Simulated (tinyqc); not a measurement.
Worked calculation: LDA (PW92) atom on a uniform radial grid, spin-unpolarised, for Be. Computed by tinyqc, a small Python program that keeps every step. Settings: Z = 4, points = 192, R = 10.0, functional = lda,pw, mixing = 1.0, iteration cap = 55. Command: `OMP_NUM_THREADS=1 python tinyqc.py 23835 23836 out.jsonl` (the two numbers bound the seeds that draw the settings). One thread of a shared host (Intel(R) Xeon(R) Processor @ 2.60GHz), about 0.2 s of CPU time with the checks. Later iterations appear only in the table of the cycle.

## Iteration 1

Spherical atom on a uniform radial grid r_j = j h with h = R/(N + 1), h sum u^2 = 1 and integrals as h times sums, u(0) = u(R) = 0 (atomic units):
```
parameter            value
Z                        4
points N               192
R                10.000000
h                 0.051813
mixing            1.000000
electrons in 1s          2
electrons in 2s          2
```

Three-point differences turn -u''/2 + [l(l+1)/2r^2 - Z/r + V] u = e u into a tridiagonal matrix (diagonal 1/h^2 + potential, off-diagonal -1/2h^2). D = sum f u^2; the Hartree potential y/r solves y'' = -D/r with y(0) = 0, y(R) = N_e; v_xc comes from rho = D/(4 pi r^2); E = sum f e - int D V + int D (V_H/2 + eps_xc); V(new) = V + mixing (V_H + v_xc - V).

eigenvalues (hartree): 1s -7.9159, 2s -1.9947

Every 12th grid point:
```
r         V in     u(1s)      u(2s)         D     V_H       v_xc
0.6218  0.0000    0.8330    -0.2415    1.5044  4.6577    -0.7358
1.2435  0.0000    0.1410    -0.8682    1.5474  2.9222    -0.4825
1.8653  0.0000    0.0179    -0.6923    0.9591  2.0994    -0.3250
2.4870  0.0000    0.0020    -0.3885    0.3019  1.6022    -0.1925
3.1088  0.0000  2.14e-04    -0.1843    0.0679  1.2859    -0.1079
3.7306  0.0000  2.17e-05    -0.0792    0.0125  1.0721    -0.0584
4.3523  0.0000  2.14e-06    -0.0318    0.0020  0.9190    -0.0307
4.9741  0.0000  2.07e-07    -0.0122  2.98e-04  0.8042    -0.0157
5.5959  0.0000  1.97e-08    -0.0045  4.09e-05  0.7148    -0.0079
6.2176  0.0000  1.85e-09    -0.0016  5.31e-06  0.6433    -0.0039
6.8394  0.0000  1.73e-10    -0.0006  6.60e-07  0.5848    -0.0019
7.4611  0.0000  1.59e-11  -1.99e-04  7.91e-08  0.5361    -0.0009
8.0829  0.0000         0  -6.78e-05  9.18e-09  0.4949  -4.15e-04
8.7047  0.0000         0  -2.26e-05  1.02e-09  0.4595  -1.92e-04
9.3264  0.0000         0  -6.92e-06  9.57e-11  0.4289  -8.38e-05
9.9482  0.0000         0  -4.24e-07         0  0.4021     0.0000
```

total energy = -13.397320 hartree

## Iteration 2

As before.

eigenvalues (hartree): 1s -2.9414, 2s -0.0362

Every 12th grid point:
```
r         V in     u(1s)    u(2s)         D     V_H     v_xc
0.6218  3.9219    0.9253   0.0189    1.7129  3.7902  -0.7663
1.2435  2.4398    0.2700  -0.3223    0.3536  2.3238  -0.3070
1.8653  1.7744    0.0671  -0.4958    0.5007  1.7499  -0.2667
2.4870  1.4097    0.0158  -0.5410    0.5860  1.4220  -0.2351
3.1088  1.1780    0.0036  -0.5165    0.5336  1.1963  -0.1998
3.7306  1.0138    0.0008  -0.4616    0.4261  1.0279  -0.1674
4.3523  0.8883  1.82e-04  -0.3978    0.3164  0.8974  -0.1397
4.9741  0.7884  4.05e-05  -0.3351    0.2246  0.7937  -0.1164
5.5959  0.7069  8.99e-06  -0.2776    0.1541  0.7100  -0.0970
6.2176  0.6395  1.99e-06  -0.2260    0.1022  0.6412  -0.0806
6.8394  0.5830  4.42e-07  -0.1801    0.0649  0.5840  -0.0664
7.4611  0.5352  9.80e-08  -0.1389    0.0386  0.5358  -0.0540
8.0829  0.4945  2.17e-08  -0.1016    0.0206  0.4948  -0.0426
8.7047  0.4593  4.80e-09  -0.0670    0.0090  0.4595  -0.0317
9.3264  0.4288  1.02e-09  -0.0343    0.0024  0.4289  -0.0202
9.9482  0.4021  5.24e-11  -0.0026  1.38e-05  0.4021  -0.0039
```

total energy = -14.200339 hartree

## Iteration 3

As before.

eigenvalues (hartree): 1s -4.0868, 2s -0.2870

Every 12th grid point:
```
r         V in     u(1s)      u(2s)         D     V_H     v_xc
0.6218  3.0238    0.9009    -0.0308    1.6252  4.0854  -0.7538
1.2435  2.0168    0.2206    -0.5151    0.6279  2.5495  -0.3657
1.8653  1.4832    0.0444    -0.6593    0.8732  1.9162  -0.3158
2.4870  1.1869    0.0083    -0.6081    0.7398  1.5287  -0.2522
3.1088  0.9964    0.0015    -0.4882    0.4768  1.2589  -0.1932
3.7306  0.8605  2.70e-04    -0.3639    0.2648  1.0625  -0.1452
4.3523  0.7577  4.74e-05    -0.2592    0.1344  0.9157  -0.1082
4.9741  0.6773  8.27e-06    -0.1791    0.0642  0.8030  -0.0801
5.5959  0.6130  1.43e-06    -0.1211    0.0293  0.7144  -0.0591
6.2176  0.5606  2.47e-07    -0.0804    0.0129  0.6432  -0.0434
6.8394  0.5176  4.25e-08    -0.0525    0.0055  0.5848  -0.0316
7.4611  0.4818  7.29e-09    -0.0336    0.0023  0.5361  -0.0229
8.0829  0.4522  1.25e-09    -0.0208    0.0009  0.4949  -0.0162
8.7047  0.4278  2.12e-10    -0.0120  2.90e-04  0.4595  -0.0110
9.3264  0.4087  3.54e-11    -0.0056  6.36e-05  0.4289  -0.0066
9.9482  0.3982         0  -4.16e-04  3.47e-07  0.4021  -0.0012
```

total energy = -14.275183 hartree

## Convergence

Stop when input and output potentials agree to 1e-7.

Course of the cycle (hartree):
```
iteration           E    e(1s)    e(2s)  largest |V(out) - V(in)|
1          -13.397320  -7.9159  -1.9947                  6.66e+00
2          -14.200339  -2.9414  -0.0362                  1.82e+00
3          -14.275183  -4.0868  -0.2870                  5.82e-01
4          -14.283313  -3.6995  -0.1807                  1.83e-01
5          -14.284129  -3.8223  -0.2124                  5.84e-02
6          -14.284214  -3.7828  -0.2019                  1.87e-02
7          -14.284223  -3.7955  -0.2053                  6.01e-03
8          -14.284224  -3.7914  -0.2042                  1.93e-03
9          -14.284224  -3.7927  -0.2045                  6.20e-04
10         -14.284224  -3.7923  -0.2044                  1.99e-04
11         -14.284224  -3.7924  -0.2045                  6.41e-05
12         -14.284224  -3.7924  -0.2045                  2.06e-05
13         -14.284224  -3.7924  -0.2045                  6.62e-06
14         -14.284224  -3.7924  -0.2045                  2.13e-06
15         -14.284224  -3.7924  -0.2045                  6.84e-07
16         -14.284224  -3.7924  -0.2045                  2.20e-07
17         -14.284224  -3.7924  -0.2045                  7.07e-08
```

Converged in 17 iterations. A uniform grid resolves the cusp poorly: for a bare nucleus this grid gives 1s at -7.91589 against -Z^2/2 = -8 hartree. Before convergence this energy mixes input and output and is not variational, so it may rise towards its limit.
